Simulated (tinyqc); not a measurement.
## Gate voltage for a wanted density

Problem. A HEMT has a barrier of thickness d, permittivity eb and off voltage Voff; energies are counted from the channel band edge at the interface. F = q (eta ns + Nb)/(eps0 ec) in eV/nm; E_k = a_k (C F^2/me)^(1/3), a_0 = 2.338107, a_1 = 4.087949, C = hbar^2/(2 m0); D = me m0 q/(pi hbar^2); ns = D Vt [ln(1 + exp((EF - E_0)/Vt)) + ln(1 + exp((EF - E_1)/Vt))], which gives EF = E_0 + Vt ln{2 s/[(1 + u) + sqrt((1 + u)^2 + 4 u s)]} with s = exp(ns/(D Vt)) - 1, u = exp((E_0 - E_1)/Vt). Charge control: ns + Nb = eps0 eb (Vg - Voff - EF)/(q d). Find E_0, E_1, EF and the Vg that gives this ns.

Parameters, values chosen for the exercise; material values close to those of InGaP on GaAs:
```
symbol   value   unit                                         meaning
T           77      K                                     temperature
d           32     nm          barrier thickness from gate to channel
me      0.0652     m0                    electron mass in the channel
ec        12.8                   relative permittivity of the channel
eta        0.5         share of ns that counts in the confining field
Nb           0  cm^-2                  depletion charge of the buffer
```

Constants: q = 1.602176634e-19 C, kB = 1.380649e-23 J/K, hbar = 1.054571817e-34 J s, m0 = 9.1093837015e-31 kg, Vt = kB T/q, eps0 = 8.8541878128e-14 F/cm where lengths are in cm, hbar^2/(2 m0) = 0.0380998212 eV nm^2. Results are converted to the units shown.

ns = 1e12 cm^-2
eb = 11.5
Voff = -0.12326768 V

Solution. In this direction nothing needs iterating: ns fixes the field, the levels and EF, and the charge-control relation gives Vg.

E_0 = 0.07200 eV
E_1 = 0.1259 eV
EF = 0.1082 eV
Vg = 0.4885 V

Program tinyqc, `OMP_NUM_THREADS=1 python tinyqc.py 2180144 2180145 out.jsonl`; Intel Xeon 2.30GHz, shared host, one thread, about 0.01 s.
